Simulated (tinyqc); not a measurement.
Trench capacitor in an array: capacitance, non-linearity, leakage and relaxation: one step of the calculation.

A film between two metal electrodes, each interface adding a series capacitance ci. The small-signal permittivity is ek (1 + aq E^2); the field is found with the linear permittivity. Leakage J = J0 sinh(E/Ef). After a voltage step the film passes a relaxation current kr C V tt^(-nr), tt being the time in seconds. The sidewall is a coaxial capacitor with radii a = dm/2 - t and b = dm/2, depth AR dm; the end face is left out.

Question. Planar capacitance, field and non-linearity. Planar film: Cf = eps0 ek/t, 1/C = 1/Cf + 2/ci, EOT = 3.9 eps0/C, effective permittivity C t/eps0, E = (V/t) C/Cf; quadratic coefficient [C(V)/C - 1]/V^2 with Cf (1 + aq E^2) in C(V).

Values chosen for this exercise; permittivity of the order of that of tantalum oxide: relative permittivity of the film ek = 25.9; film thickness t = 9 nm; capacitance of each electrode interface (dead layer and screening) ci = 1000 uF/cm^2; quadratic field coefficient of the permittivity aq = 0.012 cm^2/MV^2; bias V = 1.8 V; leakage prefactor J0 = 7.2e-11 A/cm^2; field for an e-fold rise of the leakage Ef = 0.39 MV/cm.

Constants: eps0 = 8.8541878128e-14 F/cm where lengths are in cm. Results are converted to the units shown.

Find: Cf; C; EOT; effective permittivity; E; quadratic coefficient; J.

Answer.

Cf = 2.548 uF/cm^2
C = 2.535 uF/cm^2
EOT = 1.362 nm
effective permittivity = 25.77
E = 1.990 MV/cm
quadratic coefficient = 1.459e4 ppm/V^2
J = 5.918e-9 A/cm^2

The interfaces take 0.507 % of the voltage.

Program tinyqc, `OMP_NUM_THREADS=1 python tinyqc.py 2102092 2102093 out.jsonl`; Intel Xeon 2.30GHz, shared host, one thread, about 0.01 s.
